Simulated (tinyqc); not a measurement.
The fan of levels: Landau levels of a non-parabolic (Kane) conduction band at kz = 0.

Three-level Kane model: E = (N + 1/2) 2 muB B/m(E) + s g(E) muB B, s = +/-1/2, with 1/m(E) = 1 + (Ep/3)(2/(E + Eg) + 1/(E + Eg + Dso)) and g(E) = 2 - (2 Ep/3)(1/(E + Eg) - 1/(E + Eg + Dso)); E from the band edge, solved self-consistently; remote bands are left out, and so is the confinement energy of a real sheet, which raises m and lowers |g|.

In a field B along z: l = 1/sqrt((e/hbar) B) is the magnetic length, n_B = B/(h/e) the number of states per area in one level, hbar wc = 2 muB B/m for mass m in m0; 1/angstrom^2 = 1e16/cm^2.

Constants: e/hbar = 1.519267448e-05 1/(T angstrom^2); h/e = 413566.7697 T angstrom^2; muB = 5.788381798e-05 eV/T.

Values chosen for the exercise (near those of InSb; the results hold for these values, not for the real material): Eg = 0.23 eV (gap); Dso = 0.764 eV (spin-orbit splitting); Ep = 23.6 eV (Kane energy); Bs = (1, 2, 3, 5, 7, 10, 14) T (fields).

The four lowest levels against B, with their labels in order.

Levels (meV):

| B (T) | first | second | third | fourth | order |
|---|---|---|---|---|---|
| 1.00 | 2.98 | 5.79 | 11.47 | 14.08 | 0+ 0- 1+ 1- |
| 2.00 | 5.91 | 11.32 | 22.11 | 26.84 | 0+ 0- 1+ 1- |
| 3.00 | 8.79 | 16.62 | 32.08 | 38.59 | 0+ 0- 1+ 1- |
| 5.00 | 14.41 | 26.62 | 50.47 | 59.88 | 0+ 0- 1+ 1- |
| 7.00 | 19.86 | 35.95 | 67.25 | 78.97 | 0+ 0- 1+ 1- |
| 10.0 | 27.74 | 48.97 | 90.22 | 104.68 | 0+ 0- 1+ 1- |
| 14.0 | 37.78 | 64.86 | 117.82 | 135.13 | 0+ 0- 1+ 1- |

The fourth level grows as B^0.93 over the first two rows and B^0.76 over the last two (1 for a parabolic band without a fixed offset such as a valley splitting, 1/2 for massless Dirac electrons). The order of the levels does not change. At the highest field the lowest level has m(E) = 0.0148 and g(E) = -41.5, against 0.0129 and -50.6 at the edge.

Run: tinyqc, `OMP_NUM_THREADS=1 python tinyqc.py 1280480 1280481 out.jsonl`; Intel(R) Xeon(R) Processor @ 2.30GHz, one thread, shared host; about 0.08 s of CPU time with all checks.
